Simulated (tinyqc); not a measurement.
Vibrations of a mass or spring defect in a linear chain: one step, computed by the program tinyqc.

A ring of N atoms with nearest-neighbour springs k and motion along the chain. Atom 1 is the defect, of mass M', and its two springs are k'. Odd sites are A (the defect replaces an A atom), even sites B.

Question. Frequencies of the ring. Diagonalise D and leave out the zero eigenvalue of the uniform shift. nu = 15.6333042 THz x sqrt(lambda), lambda in eV/(angstrom^2 u).

Host: diatomic.

D (eV/(angstrom^2 u)):
```
             1           2           3           4           5           6           7           8
1    0.7974277  -0.1450466   0.0000000   0.0000000   0.0000000   0.0000000   0.0000000   0.0000000
2   -0.1450466   0.1055319  -0.0904363   0.0000000   0.0000000   0.0000000   0.0000000   0.0000000
3    0.0000000  -0.0904363   0.3100000  -0.0904363   0.0000000   0.0000000   0.0000000   0.0000000
4    0.0000000   0.0000000  -0.0904363   0.1055319  -0.0904363   0.0000000   0.0000000   0.0000000
5    0.0000000   0.0000000   0.0000000  -0.0904363   0.3100000  -0.0904363   0.0000000   0.0000000
6    0.0000000   0.0000000   0.0000000   0.0000000  -0.0904363   0.1055319  -0.0904363   0.0000000
7    0.0000000   0.0000000   0.0000000   0.0000000   0.0000000  -0.0904363   0.3100000  -0.0904363
8    0.0000000   0.0000000   0.0000000   0.0000000   0.0000000   0.0000000  -0.0904363   0.1055319
9    0.0000000   0.0000000   0.0000000   0.0000000   0.0000000   0.0000000   0.0000000  -0.0904363
10   0.0000000   0.0000000   0.0000000   0.0000000   0.0000000   0.0000000   0.0000000   0.0000000
11   0.0000000   0.0000000   0.0000000   0.0000000   0.0000000   0.0000000   0.0000000   0.0000000
12  -0.1450466   0.0000000   0.0000000   0.0000000   0.0000000   0.0000000   0.0000000   0.0000000

             9          10          11          12
1    0.0000000   0.0000000   0.0000000  -0.1450466
2    0.0000000   0.0000000   0.0000000   0.0000000
3    0.0000000   0.0000000   0.0000000   0.0000000
4    0.0000000   0.0000000   0.0000000   0.0000000
5    0.0000000   0.0000000   0.0000000   0.0000000
6    0.0000000   0.0000000   0.0000000   0.0000000
7    0.0000000   0.0000000   0.0000000   0.0000000
8   -0.0904363   0.0000000   0.0000000   0.0000000
9    0.3100000  -0.0904363   0.0000000   0.0000000
10  -0.0904363   0.1055319  -0.0904363   0.0000000
11   0.0000000  -0.0904363   0.3100000  -0.0904363
12   0.0000000   0.0000000  -0.0904363   0.1055319
```

Constants: nu for 1 eV/(angstrom^2 u) = 15.6333042 THz.

Give: nonzero frequencies.

Answer.

nonzero frequencies (THz): 2.25  2.30  4.17  4.23  5.08  8.82  9.17  9.47  9.82  10.00  14.45
